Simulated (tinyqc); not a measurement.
Doping from two capacitances.

Inverse problem. An abrupt p-n junction obeys 1/C^2 = 2 (Vbi - V)/(q eps0 eps_r Ne), Ne = Na Nd/(Na + Nd), Vbi = Vt ln(Na Nd/ni^2), V the bias of the p side. Na is known to be the larger doping. Find Ne, Vbi, Na and Nd.

Values chosen for this exercise: temperature T = 300 K; relative permittivity eps_r = 11.9.

Constants: q = 1.602176634e-19 C, kB = 1.380649e-23 J/K, Vt = kB T/q, eps0 = 8.8541878128e-14 F/cm where lengths are in cm. Results are converted to the units shown.

C at V = -0.2 and -3.5 V (nF/cm^2): 16.248923  7.9868542
ni = 8.2714086e8 cm^-3

Answer. The slope of 1/C^2 against -V gives Ne and its intercept Vbi. Then Na Nd = ni^2 exp(Vbi/Vt) and Na + Nd = Na Nd/Ne, so both are roots of one quadratic.

Ne = 3.29e15 cm^-3
Vbi = 0.851 V
Na = 3.80e16 cm^-3
Nd = 3.60e15 cm^-3

Numbers from tinyqc (`OMP_NUM_THREADS=1 python tinyqc.py 2000136 2000137 out.jsonl`; about 0.03 s on one thread of a shared Intel Xeon 2.30GHz).
